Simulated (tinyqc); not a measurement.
## Channel mobility from two channel lengths

Inverse problem. Two power MOSFETs differ only in channel length: R_on = R_rest + Lc (Wp + a)/(2 mch Cox Vov), Cox = 3.9 eps0/tox. Find mch and R_rest.

Inputs (values chosen for the exercise): gate oxide thickness (eps_r 3.9) tox = 79 nm; gate overdrive Vov = 14 V; width of the p body in one cell, channels included Wp = 7 um; gap between neighbouring p bodies a = 1.4 um.

Constants: eps0 = 8.8541878128e-14 F/cm where lengths are in cm. Results are converted to the units shown.

R_on at Lc = 0.9 and 1.9 um (mohm cm^2): 1.9230907  3.1709692

Answer. R_on is a straight line in Lc; its slope gives mch and its intercept the rest.

mch = 55.00 cm^2/(V s)
R_rest = 0.8000 mohm cm^2

tinyqc, about 0.01 s, one thread, Intel Xeon 2.30GHz (shared host): `OMP_NUM_THREADS=1 python tinyqc.py 2230067 2230068 out.jsonl`
